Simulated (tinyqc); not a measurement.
Length offset and series resistance from crossing lines.

Problem. R_total = Rs + k (L - dL)/Vo with constant Rs, dL and k. Find k, dL and Rs.

R_total at (L, Vo) = (60, 0.32), (120, 0.32), (60, 0.86) and (120, 0.86), L in nm and Vo in V (ohm um): [651.81250, 1364.3125, 294.65116, 559.76744]

Solution. At each overdrive R is a straight line in L with slope k/Vo; the two lines cross at L = dL, R = Rs.

k = 3.800 ohm um V/nm
dL = 12.10 nm
Rs = 83.00 ohm um

tinyqc, about 0.03 s, one thread, Intel Xeon 2.30GHz (shared host): `OMP_NUM_THREADS=1 python tinyqc.py 2282263 2282264 out.jsonl`
